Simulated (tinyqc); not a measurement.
Comparisons within one model: shallow donor in an anisotropic valley (effective-mass theory). A value that a table varies takes the place of the one given here.

One valley: H = -c [(d2/dx2 + d2/dy2)/mt + (d2/dz2)/ml] - q/(eps r), c = hbar^2/2m0, q = e^2/(4 pi eps0). Trial function exp(-sqrt((x^2 + y^2)/a^2 + z^2/b^2)) with a > b: T = (c/3)(2/(mt a^2) + 1/(ml b^2)), V = -(q/eps) atan(u/b)/u, u = sqrt(a^2 - b^2). The central cell of the impurity is left out.

Constants: hbar^2/2m0 = 3.80998211 eV angstrom^2; e^2/(4 pi eps0) = 14.39964547 eV angstrom; Ry = 13.60569312 eV; a0 (Bohr radius) = 0.5291772105 angstrom.

Values chosen for the exercise (near those of GaP; not measured data):
```
symbol  value                                unit  meaning
mt      0.255                                m0    transverse mass
eps     11.1                                       dielectric constant
xs      (1.4, 2.3, 3.9, 6, 12, 23, 79, 200)        ratios ml/mt
ml      1.963                                m0    longitudinal mass
```

## Mass anisotropy

mt and eps fixed, ml varied. Energies in units of Ry*(mt) = Ry mt/eps^2 and lengths in a*(mt) = a0 eps/mt; the last two columns use one mass, 3/(1/ml + 2/mt) or (ml mt^2)^(1/3).

Results:
```
ml/mt   a/a*    b/a  binding  conductivity mass  density-of-states mass
1.40   0.932  0.887    1.115              1.105                   1.119
2.30   0.848  0.744    1.292              1.232                   1.320
3.90   0.774  0.618    1.487              1.330                   1.574
6.00   0.724  0.532    1.648              1.385                   1.817
12.0   0.658  0.418    1.906              1.440                   2.289
23.0   0.610  0.335    2.139              1.468                   2.844
79.0   0.545  0.220    2.537              1.491                   4.291
200    0.512  0.160    2.789              1.496                   5.848
```

What does this show?

The binding grows from 1.11 to 2.79 Ry*(mt); for ml going to infinity the exact problem becomes two-dimensional, with 4 Ry*. The conductivity mass saturates at 1.5 and underbinds, by 16 % at ml/mt = 6; the density-of-states mass errs by +10 % there and by +110 % in the last row. With these mt and eps one unit is 28.16 meV.

## What each parameter does

The minimum of the trial energy. Each row changes one parameter from the base and keeps the others.

Results:
```
case           E (meV)  a (angstrom)  b (angstrom)    b/a
base            -49.04         16.08          7.85  0.488
ml = 2.454 m0   -51.38         15.60          7.04  0.452
mt = 0.23 m0    -45.21         17.57          8.27  0.471
eps = 10        -60.42         14.49          7.07  0.488
```

What can be read from the table?

The largest shifts from the base row, up to three for each result and ties (the steps differ in size, so this ranks the rows, not the parameters). E (meV): eps -11.38, mt +3.83, ml -2.34. a (angstrom): eps -1.59, mt +1.50, ml -0.48. b (angstrom): ml -0.80, eps -0.78, mt +0.43. b/a: ml -0.036, mt -0.017; unchanged at the printed digits by eps. eps only rescales the solution (E as 1/eps^2, lengths as eps), so b/a depends on ml/mt alone.

Run: tinyqc, `OMP_NUM_THREADS=1 python tinyqc.py 1282767 1282768 out.jsonl`; Intel(R) Xeon(R) Processor @ 2.30GHz, one thread, shared host; about 0.01 s of CPU time with all checks.
